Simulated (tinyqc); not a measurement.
# Band bending at a free surface with a continuum of surface states, surface photovoltage and Kelvin probe: Kelvin-probe contrast of the doping

n-type bulk, xi = Ec - EF = Vt ln(Nc/Nd), p0 = ni^2/Nd, ni = sqrt(Nc Nv) exp(-Eg/(2 Vt)), Eg in volts. b is the upward band bending, u = b/Vt. Space charge per area, in units of q: Qc = sign(b) sqrt((2 eps0 eps_r Vt/q) [(Nd + dn)(exp(-u) - 1) + Nd u + (p0 + dn)(exp(u) - 1)]), with dn the excess density under light (flat quasi-Fermi levels; 0 in the dark). The states hold -Ds (E0 - xi - b): negative while the Fermi level lies above the neutrality level. Neutrality: Qc + Qf + (charge of the states) = 0.

Work function chi + xi + b; contact potential difference CPD = (work function of the sample) - pt. b solves the neutrality condition in the dark.

Inputs (values chosen for the exercise); band and dielectric values close to those of germanium:
- T = 350 K (temperature)
- Eg = 0.653 eV (band gap)
- eps_r = 16.3 (relative permittivity)
- Nc = 1.31e19 cm^-3 (conduction-band density of states at T)
- Nv = 7.64e18 cm^-3 (valence-band density of states at T)
- chi = 4.06 eV (electron affinity)
- Qf = 0 cm^-2 (fixed positive charge at the surface)
- pt = 4.42 eV (work function of the probe tip)
- Ds = 2.2e13 cm^-2 eV^-1 (density of surface states)
- E0 = 0.33 eV (depth of their neutrality level below the conduction edge)

Constants: q = 1.602176634e-19 C, kB = 1.380649e-23 J/K, Vt = kB T/q, eps0 = 8.8541878128e-14 F/cm where lengths are in cm. Results are converted to the units shown.

Result of one run:
```
xi (eV)	b (V)	CPD (mV)
0.13481	0.16749	-57.703
```

Which donor density Nd gave this result: 1.1e17, 1.5e17, 2e17, 4.8e17 or 1.2e18 cm^-3?

Nd = 1.5e17 cm^-3.

The whole series:
```
Nd (cm^-3)	xi (eV)	b (V)	CPD (mV)
1.1e17	0.14416	0.16254	-53.296
1.5e17	0.13481	0.16749	-57.703
2e17	0.12613	0.17142	-62.442
2.7e17	0.11708	0.17478	-68.137
3.6e17	0.10841	0.17719	-74.401
4.8e17	0.099729	0.17873	-81.537
6.5e17	0.090584	0.17932	-90.091
8.7e17	0.081792	0.17881	-99.400
1.2e18	0.072093	0.17692	-110.99
```

xi falls by 72.1 mV over the table and the CPD by 57.7 mV; b goes from 0.163 through a maximum of 0.179 (at Nd = 6.5e17 cm^-3 among the rows listed) to 0.177 V. Between the first two rows the CPD follows 47.1 % of the change of xi, and between the last two 119 %. It is below 100 % where b rises with the doping (pinning hides it). It exceeds 100 % where b falls as the doping rises.

Computed by the program tinyqc: `OMP_NUM_THREADS=1 python tinyqc.py 2430126 2430127 out.jsonl`, one thread of a shared Intel Xeon 2.30GHz, about 0.01 s for the whole run.
